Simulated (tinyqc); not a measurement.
# MOSFET in the linear regime without short-channel effects, parameter extraction from computed curves: two studies

Inversion charge Q = Cox n Vt W0(exp((Vg - VT)/(n Vt))), W0 the Lambert function and n = nf; u = Q/Cox; mobility mu = mu0/(1 + th1 u + th2 u^2); channel resistance Rch = (L - dL)/(W mu Q); Id = Vd/(Rch + Rsd/W). Cox = eps0 eox/tox. Small Vd, no channel-length or drain effects.

Inputs (values chosen for the exercise); channel values of the order met in silicon transistors:
- T = 77 K (temperature)
- eox = 22.5 (relative permittivity of the gate insulator (close to hafnium oxide))
- tox = 22 nm (insulator thickness)
- mu0 = 430 cm^2/(V s) (low-field mobility)
- th1 = 0.39 1/V (first mobility attenuation factor)
- th2 = 0 1/V^2 (second mobility attenuation factor)
- VT = 0.35 V (threshold voltage)
- nf = 1.22 (body factor)
- W = 10 um (gate width)
- L = 1.7 um (drawn gate length)
- dL = 0.018 um (drawn less effective length)
- Rsd = 230 ohm um (source plus drain resistance)
- Vd = 0.01 V (drain voltage)

Constants: q = 1.602176634e-19 C, kB = 1.380649e-23 J/K, Vt = kB T/q, eps0 = 8.8541878128e-14 F/cm where lengths are in cm. Results are converted to the units shown.

Each table varies one quantity; the others keep the values above.

## Extraction methods against the first mobility attenuation factor

From the continuous curve Id(Vg): tangent at peak gm (V_ext = Vg - Id/gm); constant current Id = 0.1 uA W/L; peak of d2Id/dVg2; Y = Id/sqrt(gm) drawn through Vg = VT + 0.6 and VT + 0.8 V, with intercept VT_Y and slope s. Mobilities gm,max L/(W Cox Vd) and s^2 L/(W Cox Vd) with the drawn L. Last column: share of Rsd/W in the total resistance at VT + 0.8 V.

Extraction methods against the first mobility attenuation factor:
```
th1 (1/V),V_ext (V),constant current (V),second derivative (V),VT_Y (V),mobility from gm (cm^2/(V s)),mobility from Y (cm^2/(V s)),series share (%)
0,0.366,0.385,0.348,0.373,410,424,3.90
0.2,0.360,0.385,0.348,0.373,384,424,3.41
0.4,0.357,0.385,0.348,0.373,368,424,3.02
0.6,0.356,0.385,0.348,0.373,356,424,2.71
0.8,0.355,0.385,0.348,0.373,347,424,2.46
1,0.354,0.386,0.348,0.373,339,424,2.25
1.2,0.353,0.386,0.348,0.373,332,424,2.08
```

The model has VT = 0.35 V and mu0 = 430 cm^2/(V s). Over the table the extracted thresholds move by 13 mV (tangent), 1.1 mV (constant current), 0.50 mV (second derivative), under 0.5 mV (Y function). The mobility from gm falls from 410 to 332 and that from Y stays near 424 cm^2/(V s).

## Extraction methods against the source plus drain resistance

Same model as above.

Extraction methods against the source plus drain resistance:
```
Rsd (ohm um),V_ext (V),constant current (V),second derivative (V),VT_Y (V),mobility from gm (cm^2/(V s)),mobility from Y (cm^2/(V s)),series share (%)
0,0.358,0.385,0.348,0.373,372,424,0
50,0.358,0.385,0.348,0.373,372,424,0.676
100,0.358,0.385,0.348,0.373,371,424,1.34
200,0.358,0.385,0.348,0.373,369,424,2.65
400,0.357,0.385,0.348,0.373,366,424,5.16
800,0.356,0.385,0.348,0.373,361,424,9.82
1500,0.355,0.385,0.348,0.373,352,424,17.0
```

Read the table: what changes, and by how much?

The model has VT = 0.35 V and mu0 = 430 cm^2/(V s). Over the table the extracted thresholds move by 2.7 mV (tangent), under 0.5 mV (constant current), 0.50 mV (second derivative), under 0.5 mV (Y function). The mobility from gm falls from 372 to 352 and that from Y stays near 424 cm^2/(V s). Y cancels the series resistance, which multiplies Id and sqrt(gm) by the same factor.

Program tinyqc, `OMP_NUM_THREADS=1 python tinyqc.py 2210022 2210023 out.jsonl`; Intel Xeon 2.30GHz, shared host, one thread, about 0.01 s.
